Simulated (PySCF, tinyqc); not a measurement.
Orbital energy against energy difference: ionisation energy by orbital energies and by energy differences in the cc-pvdz basis, for H4, spin multiplicity 1. Computed by the program tinyqc with PySCF. 

Geometry (angstrom):

| atom | x | y | z |
|---|---|---|---|
| H | 0.0000 | 0.0000 | 0.0000 |
| H | 0.0000 | 0.0000 | 0.7940 |
| H | 0.0000 | 1.0160 | 0.0000 |
| H | 0.0000 | 1.0160 | 0.7940 |

CCSD(T) difference in the same basis = 9.7355 eV

IP-EOM-CCSD = 9.7492 eV

The cation is unrestricted; errors are against CCSD(T) in this basis, not against experiment.

First vertical ionisation energy (eV):

| method | -e(HOMO) | E(cation) - E | error of -e(HOMO) | error of the difference |
|---|---|---|---|---|
| HF | 9.492 | 8.75902 | -0.243 | -0.976 |
| LDA | 4.920 | 9.58785 | -4.815 | -0.148 |
| PBE | 4.965 | 9.59226 | -4.771 | -0.143 |
| B3LYP | 6.133 | 9.76422 | -3.603 | 0.029 |
| PBE0 | 6.278 | 9.59377 | -3.457 | -0.142 |
| CAM-B3LYP | 7.735 | 9.70588 | -2.001 | -0.030 |
| LC-wPBE | 9.109 | 9.64723 | -0.627 | -0.088 |

Koopmans errs by -0.24 eV and Delta-HF by -0.98 eV: relaxation, 0.73 eV, lowers the value and the missing correlation difference works against it. The PBE level is off by -4.8 eV through the wrong tail of its potential, though its energy difference is off by -0.14 eV; exact exchange deepens the level, and among the orbital energies HF comes closest; among the differences B3LYP does. The restricted reference is unstable here: a spin-polarised solution lies 0.0009 hartree lower (PySCF), so results built on it describe a poor reference.
